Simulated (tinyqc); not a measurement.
Width of the well: quantum-confined Stark effect in a modulator well.

Envelopes on cells of 0.5 angstrom over the well |z| < L/2 and 45 angstrom of barrier on each side, psi = 0 beyond, psi'/m continuous (mean mass between points), c = hbar^2/2m0. The electron sees + e F z and the hole - e F z, each with its offset in the barriers; 1 kV/cm = 1e-5 eV/angstrom. Light holes, band mixing and escape by tunnelling are left out.

Exciton: in-plane function exp(-rho/lam), 1/mu = 1/me + 1/mp, E(lam) = c/(mu lam^2) - (q/eps) times the integral over k of Fm(k)(1 + (k lam/2)^2)^(-3/2), Fm(k) the double integral of psi_e^2 psi_h^2 exp(-k |z - z'|), q = e^2/(4 pi eps0); binding Eb = -E at the minimum. Line at Eg + E_e + E_h - Eb, strength proportional to overlap^2/lam^2.

Constants: hbar^2/2m0 = 3.80998211 eV angstrom^2; e^2/(4 pi eps0) = 14.39964547 eV angstrom; hc = 1239.841984 eV nm.

Values chosen for the exercise (near those of a Ge well in SiGe, direct gap; the results hold for these values, not for the real material):
- Vc = 0.408 eV (conduction offset)
- Vv = 0.116 eV (heavy-hole offset)
- me = 0.0419 m0 (electron, well)
- meb = 0.0572 m0 (electron, barrier)
- mh = 0.212 m0 (heavy hole along z, well)
- mhb = 0.241 m0 (heavy hole, barrier)
- Eg = 0.85 eV (gap of the well)
- mp = 0.074 m0 (heavy hole in the plane)
- eps = 15.8 (dielectric constant)
- Ls = (56, 74, 92, 112, 136, 164) angstrom (widths)
- F_L = 66 kV/cm (field for this table)

Zero-field line, its shift at F_L and the relative strength.

Results:
```
L (angstrom)  line at F = 0 (nm)  Eb (meV)  shift (meV)  relative strength  shift x strength (meV)
56                        1266.7      4.31        -2.08              0.952                    1.98
74                        1321.1      4.16        -3.85              0.886                    3.41
92                        1356.3      4.01        -6.68              0.762                    5.09
136                       1403.0      3.70       -18.39              0.336                    6.18
164                       1418.5      3.53       -28.94              0.145                    4.19
```

Give the missing row, L (angstrom) = 112.

Computed row:
```
L (angstrom)  line at F = 0 (nm)  Eb (meV)  shift (meV)  relative strength  shift x strength (meV)
112                       1382.4      3.86       -11.18              0.570                    6.37
```

The shift grows with exponent 2.21 in L over the first two rows and 2.42 over the last two, against 4 for hard walls at second order; leakage lowers it in narrow wells and saturation in wide ones. The strength falls from 0.95 to 0.14, and the product of the two is largest at 112 angstrom.

Program tinyqc; command `OMP_NUM_THREADS=1 python tinyqc.py 1281623 1281624 out.jsonl`; about 0.1 s on one thread of a shared Intel(R) Xeon(R) Processor @ 2.30GHz.
